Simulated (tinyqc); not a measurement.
# Self-consistent Fermi level with native defects, at growth and after a quench, step by step

A worked calculation. Computed by tinyqc, a small Python program that keeps every step. Command: `OMP_NUM_THREADS=1 python tinyqc.py 3009147 3009148 out.jsonl scfermi walk`. One thread of a shared host (Intel(R) Xeon(R) Processor @ 2.30GHz), about 0.05 s of CPU time with the checks. Intermediate numbers are printed to about 7 digits and carried at full precision; extremes and crossings named in words are read from the listed rows.

Energies are counted from the top of the valence band (VBM); when the gap shrinks with temperature the conduction band moves and the levels stay. D and A draw on one reservoir with opposite signs, as the two vacancies of a compound do.

Inputs (values chosen for the exercise, with bands modelled on CdS): gap E_g at 300 K = 2.46 eV; slope -dE_g/dT above 300 K = 0.00027 eV/K; electron mass m_e = 0.204 m_0; valleys M_c = 1; hole mass m_h = 0.795 m_0; E_f of the neutral native donor D = 2.266 eV; E_f of the neutral native acceptor A = 4.456 eV; shift s of the chemical potential = 0.14 eV; site density N_s = 2.2e+22 cm^-3; dopant density N_X = 0 cm^-3; growth temperature T_g = 1320 K; temperature of use T = 400 K.

Added shallow dopant: none.

levels of D above the VBM, most positive state first (eV): [1.41, 1.46]

levels of A above the VBM, (0/-1) first (eV): [0.465, 1.26, 1.39]

Constants: m_0 = 9.1093837015e-31 kg; k_B = 1.380649e-23 J/K; h = 6.62607015e-34 J s; k_B = 8.617333262e-05 eV/K.

## Formation energies at E_F = 0

E_f(D, 0) = input + s and E_f(A, 0) = input - s; E_f(q, E_F = 0) follows from the levels, eps(q/q-1) = E_f(q - 1) - E_f(q) at E_F = 0.

E_f(q, E_F = 0) (eV): D(+2) -0.464, D(+1) 0.946, D(0) 2.406, A(0) 4.316, A(-1) 4.781, A(-2) 6.041, A(-3) 7.431

## Bands at growth

E_g(T) = E_g - slope x max(0, T - 300 K). N_c = 2 M_c (2 pi m_e k_B T/h^2)^(3/2) and N_v = 2 (2 pi m_h k_B T/h^2)^(3/2), masses in units of m_0. At growth T = T_g.

E_g(T_g) = 2.1846 eV

N_c(T_g) = 2.134009e+19 cm^-3

N_v(T_g) = 1.641730e+20 cm^-3

k_B T_g = 0.1137488 eV

## Charges across the gap at T_g

n = N_c F_1/2((E_F - E_g)/k_B T), p = N_v F_1/2(-E_F/k_B T). F_1/2(eta) = (2/sqrt(pi)) int_0^infinity sqrt(x)/(1 + exp(x - eta)) dx, by the trapezoid rule in t = sqrt(x) with step 0.02 up to t = 12 (for eta < -12 by exp(eta) - exp(2 eta)/2^(3/2)). In equilibrium c_q = N_s exp(-(E_f(q, 0) + q E_F)/k_B T). Net charge = p - n + sum q c_q; the log ratio is ln(positive charge/negative charge). Entries near or above N_s lie outside the dilute limit and only show that E_F cannot go there.

Densities (cm^-3):
```
E_F (eV)             n             p   charge on D   charge on A  log ratio
0.109     2.538206e+11  5.586453e+19  3.825484e+23  3.196667e+04   28.04139
0.437     4.537696e+12  3.495916e+18  1.197041e+21  5.722643e+05   19.39361
0.765     8.112288e+13  1.969414e+17  3.751438e+18  1.048085e+07   10.79285
1.092     1.437554e+15  1.111784e+16  1.228947e+16  2.727431e+08    2.79011
1.420     2.568964e+16  6.219015e+14  5.768281e+13  8.125677e+10   -3.63237
1.748     4.560069e+17  3.478673e+13  1.256190e+12  3.033168e+14   -9.44622
2.075     7.227420e+18  1.963013e+12  6.467058e+10  1.643316e+18  -15.29137
```

## Equilibrium at growth

E_F is the root of the log ratio, by 50 bisections between -0.5 eV and E_g + 0.5 eV.

E_F at growth = 1.225964 eV

n at growth = 4.667428e+15 cm^-3

p at growth = 3.424133e+15 cm^-3

Defects at growth:
```
state  E_f (eV)     c (cm^-3)
D(+2)  1.987928  5.655687e+14
D(+1)  2.171964  1.121589e+14
D(0)   2.406000  1.433117e+13
A(0)   4.316000  7.309290e+05
A(-1)  3.555036  5.878231e+08
A(-2)  3.589072  4.358099e+08
A(-3)  3.753108  1.030400e+08
```

total D = 6.920588e+14 cm^-3

total A = 1.127404e+09 cm^-3

The largest part of the positive charge comes from holes (73 %) and that of the negative charge from electrons (100 %).

## After the quench to T

After a quench the totals of D and A stay as grown, and each is shared among its charge states with weights exp(-(E_f(q, 0) + q E_F)/k_B T).

E_F after the quench = 1.797638 eV

n after the quench = 3.517311e+10 cm^-3

p after the quench = 6.141784e-04 cm^-3

Frozen defects:
```
state     c (cm^-3)  share of its total
D(+2)  5.035641e+05        7.276320e-10
D(+1)  3.855431e+10        5.570958e-05
D(0)   6.920203e+14        9.999443e-01
A(0)   2.247192e-20        1.993245e-29
A(-1)  1.387185e-03        1.230424e-12
A(-2)  8.242697e+03        7.311218e-06
A(-3)  1.127396e+09        9.999927e-01
```

The material is n-type with 3.52e10 carriers per cm^3.

## Slow cooling against a quench

Each E_F by bisection; full equilibrium lets the defects form and vanish at every T.

Two histories (densities in cm^-3):
```
T (K)  E_F, equilibrium (eV)             n             p   all defects  E_F, frozen (eV)     n, frozen     p, frozen
1140                1.223975  5.916257e+14  5.114199e+14  4.341786e+13          1.306150  1.365608e+15  2.215603e+14
950                 1.227419  3.214225e+13  3.086953e+13  6.726063e+11          1.461609  5.616359e+14  1.766629e+12
770                 1.234428  6.124675e+11  6.090282e+11  1.782473e+09          1.579808  1.115966e+14  3.342471e+09
580                 1.243192  7.537262e+08  7.536065e+08  6.091512e+04          1.694642  6.309345e+12  9.002722e+04
400                 1.251664  4.647857e+03  4.647856e+03  4.491497e-04          1.797638  3.517311e+10  6.141784e-04
```

At 400 K equilibrium would leave 4.49e-4 defects per cm^3 against 6.92e14 frozen in, and E_F differs by +0.546 eV. The majority density of the quenched sample is 7.6e6 times the equilibrium one. Real samples lie between, set by the temperature at which diffusion stops.

Checks made by the program: neutrality at growth (relative difference below 1e-10).
